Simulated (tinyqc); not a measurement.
# MOS inversion layer, Poisson-Schroedinger loop: two studies

Electrons confined at an insulator interface at z = 0, treated as a hard wall; parabolic valleys, Hartree approximation, no image or exchange terms. The depletion charge lies far deeper than the electrons and gives a uniform field q Nd/(eps0 eps_r); the gate balances all charge. Energies are counted from the band edge at the interface.

Parameters, values chosen for the exercise; masses and permittivity close to those of silicon (100):
- T = 300 K (temperature)
- eps_r = 11.6 (relative permittivity)
- mz1 = 0.928 m0 (mass along z of valley set A (2 valley(s)))
- md1 = 0.191 m0 (in-plane density-of-states mass of set A)
- mz2 = 0.193 m0 (mass along z of valley set B (4 valley(s)))
- md2 = 0.421 m0 (in-plane density-of-states mass of set B)
- Ns = 7.2e11 cm^-2 (sheet density of electrons)
- Nd = 5.4e11 cm^-2 (sheet density of depletion charge)
- dE = 0 eV (extra shift of set B (strain))

Constants: q = 1.602176634e-19 C, kB = 1.380649e-23 J/K, hbar = 1.054571817e-34 J s, m0 = 9.1093837015e-31 kg, Vt = kB T/q, eps0 = 8.8541878128e-14 F/cm where lengths are in cm, hbar^2/(2 m0) = 0.0380998212 eV nm^2. Results are converted to the units shown.

Each table varies one quantity; the others keep the values above.

## Effect of the sheet density of electrons

Schroedinger equation -(C/mz) psi'' + (V0 + U + dE for set B) psi = E psi, C = hbar^2/(2 m0), psi(0) = 0, on a uniform mesh of 800 nodes with a far wall at 34 nm, 8 levels a set; V0 = q Nd z/(eps0 eps_r); dU/dz = q (Ns - integral of n from 0 to z)/(eps0 eps_r), U(0) = 0; N_k = g md m0 q Vt/(pi hbar^2) ln(1 + exp((EF - E_k)/Vt)), g the number of valleys of the set, sum N_k = Ns. Triangular well: E_k = a_k (C F^2/mz)^(1/3), a_1 = 2.338107, a_2 = 4.087949, C = hbar^2/(2 m0), F in eV/nm. Fang-Howard (all electrons in the lowest level of set A): b^3 = 6 (mz1/C) q (Nd + 11 Ns/32)/(eps0 eps_r), centroid 3/b, level C b^2/(4 mz1) + (3/b) q (Nd + 11 Ns/16)/(eps0 eps_r). The centroid adds 3.9 z_av/eps_r to an oxide-equivalent thickness.

Results:
```
Ns (cm^-2),A1 (meV),B1 (meV),EF (meV),share of A1 (%),share of set A (%),centroid z_av (nm),added oxide equivalent (nm),Fang-Howard centroid (nm)
1e11,36.9,61.3,-94.0,26.0,43.7,4.68,1.57,2.74
2.1e11,40.6,66.4,-69.8,27.3,44.6,4.52,1.52,2.68
4.5e11,48.0,76.9,-39.9,30.0,46.4,4.24,1.43,2.57
2.1e12,88.8,133,52.9,43.8,56.2,3.16,1.06,2.11
4.4e12,132,191,126,54.6,64.3,2.52,0.849,1.79
9.4e12,207,290,239,65.2,72.3,1.94,0.653,1.46
2e13,333,455,422,71.0,76.6,1.50,0.503,1.17
```

Estimate the missing row, Ns = 9.7e11 cm^-2.

Computed row:
```
Ns (cm^-2),A1 (meV),B1 (meV),EF (meV),share of A1 (%),share of set A (%),centroid z_av (nm),added oxide equivalent (nm),Fang-Howard centroid (nm)
9.7e11,62.4,97.0,-0.939,35.1,50.0,3.78,1.27,2.38
```

With this row back in the table: As Ns goes from 1e11 to 2e13, A1 rises from 36.9 to 333 meV, the share of A1 rises from 26.0 to 71.0 % and the centroid falls from 4.68 to 1.50 nm. A1 goes as Ns^(0.63) between the last two rows (a triangular well in the field of that charge alone gives 2/3). EF lies more than 2 meV above A1 for Ns = 9.4e12, 2e13. The Fang-Howard centroid is 41 % below the full one in the first row, where A1 holds 26.0 %, and 22 % below it in the last, where A1 holds 71.0 %.

## Effect of the extra shift of set B (strain)

Schroedinger equation -(C/mz) psi'' + (V0 + U + dE for set B) psi = E psi, C = hbar^2/(2 m0), psi(0) = 0, on a uniform mesh of 800 nodes with a far wall at 32 nm, 8 levels a set; V0 = q Nd z/(eps0 eps_r); dU/dz = q (Ns - integral of n from 0 to z)/(eps0 eps_r), U(0) = 0; N_k = g md m0 q Vt/(pi hbar^2) ln(1 + exp((EF - E_k)/Vt)), g the number of valleys of the set, sum N_k = Ns.

The same in every row: Fang-Howard centroid (nm) = 2.47.

Effect of the extra shift of set B (strain):
```
dE (eV),A1 (meV),B1 (meV),EF (meV),share of A1 (%),share of set A (%),centroid z_av (nm),added oxide equivalent (nm)
-0.05,56.7,40.0,-51.2,8.76,12.5,4.41,1.48
-0.02,56.2,68.8,-28.6,21.2,30.7,4.19,1.41
0.01,55.5,97.2,-13.2,38.7,57.6,3.87,1.30
0.04,55.0,126,-5.23,53.3,80.7,3.60,1.21
0.07,54.7,155,-1.97,60.7,92.9,3.47,1.17
0.1,54.6,185,-0.836,63.6,97.7,3.41,1.15
0.13,54.5,215,-0.466,64.5,99.3,3.39,1.14
0.16,54.5,245,-0.349,64.8,99.8,3.39,1.14
```

Read the table: what changes, and by how much?

As dE goes from -0.05 to 0.16, A1 falls from 56.7 to 54.5 meV, the share of A1 rises from 8.76 to 64.8 % and the centroid falls from 4.41 to 3.39 nm. The Fang-Howard centroid is 44 % below the full one in the first row, where A1 holds 8.76 %, and 27 % below it in the last, where A1 holds 64.8 %.

Program tinyqc, `OMP_NUM_THREADS=1 python tinyqc.py 2160078 2160079 out.jsonl`; Intel Xeon 2.30GHz, shared host, one thread, about 0.8 s.
